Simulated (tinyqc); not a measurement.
Ideality, saturation current and resistance from three points.

Problem. Well above the saturation current a diode obeys V = n Vt ln(I/I0) + I Rs. Find n, Rs and I0.

Inputs (values chosen for the exercise): temperature T = 273 K.

Constants: q = 1.602176634e-19 C, kB = 1.380649e-23 J/K, Vt = kB T/q. Results are converted to the units shown.

currents (A): 2e-6  0.0002  0.04
voltages (V): 0.45734001  0.58541657  0.78025721

Solution. V is linear in the three unknowns n Vt, Rs and -n Vt ln I0, so three points give a linear system.

n = 1.18
Rs = 1.20 ohm
I0 = 1.40e-13 A

Numbers from tinyqc (`OMP_NUM_THREADS=1 python tinyqc.py 2260022 2260023 out.jsonl`; about 0.01 s on one thread of a shared Intel Xeon 2.30GHz).
